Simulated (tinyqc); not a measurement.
Hall effect and magnetoresistance of several carrier groups with constant relaxation times: one step, computed by the program tinyqc. Command: `OMP_NUM_THREADS=1 python tinyqc.py 3001328 3001329 out.jsonl hall2 walk`. One thread of a shared host (Intel(R) Xeon(R) Processor @ 2.30GHz), about 0.01 s of CPU time with the checks.

Group 1 has charge -e and group 2 charge +e; s_i is that sign. B lies along z; mu B is formed with mu in m^2/(V s).

Task: Back from four measured limits to the two groups. With z_i = s_i mu_i and w_i = s_i n_i the moments M_k = w1 z1^k + w2 z2^k are M_(-1) = (1 + MR_sat) M_0^2/M_1, M_0 = 1/(e R_strong), M_1 = sigma(0)/e, M_2 = R_weak sigma(0)^2/e. The z_i are the roots of z^2 + p z + q with M_2 + p M_1 + q M_0 = 0 and M_1 + p M_0 + q M_(-1) = 0; then w follows from M_0 and M_1. Group 1 is the faster.

Carriers: electrons and holes. Densities: per area (a thin layer).

R_H at strong field = 4019001 cm^2/C

sigma at B = 0 = 9.629082e-04 S

R_H at weak field = -3.899654e+07 cm^2/C

saturation MR = 134.6996 %

Constants: e = 1.602176634e-19 C.

Give: p and q; signed mobilities s_i mu_i; densities.

Result:

p and q: 68300  -1.19e+08

signed mobilities s_i mu_i (cm^2/(V s)): -70000  1700

densities (1/cm^2): 4.700e+10  1.60e+12
